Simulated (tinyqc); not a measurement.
Worked calculation: plane-wave Kohn-Sham cycle with exchange-only LDA in a layered model solid. One step of it, computed by the program tinyqc.

Task: Iteration 2: Hamiltonian at one k. H(m,m') = (k + G_m)^2/2 delta + V(G_m - G_m'), with V(-G) = V(G).

A solid whose potential varies along x alone (atomic units):
```
parameter,value
period a,5.400000
cross-section of the cell,33.000000
electrons per cell,2
grid points,16
"plane waves -n..n, n",2
k points,2
V1 in V1 cos(2 pi x/a),-0.360000
V2 in V2 cos(4 pi x/a),-0.120000
```

V(G_m), m = 0, 1, 2, ... (hartree): -0.220329  -0.178321  -0.060597  -0.000085  -0.000001

k = 0.250000 2 pi / a

Give: H.

Result:

H (hartree):
```
,-2,-1,+0,+1,+2
-2,1.853,-0.178,-0.061,0.000,0.000
-1,-0.178,0.160,-0.178,-0.061,0.000
+0,-0.061,-0.178,-0.178,-0.178,-0.061
+1,0.000,-0.061,-0.178,0.837,-0.178
+2,0.000,0.000,-0.061,-0.178,3.207
```
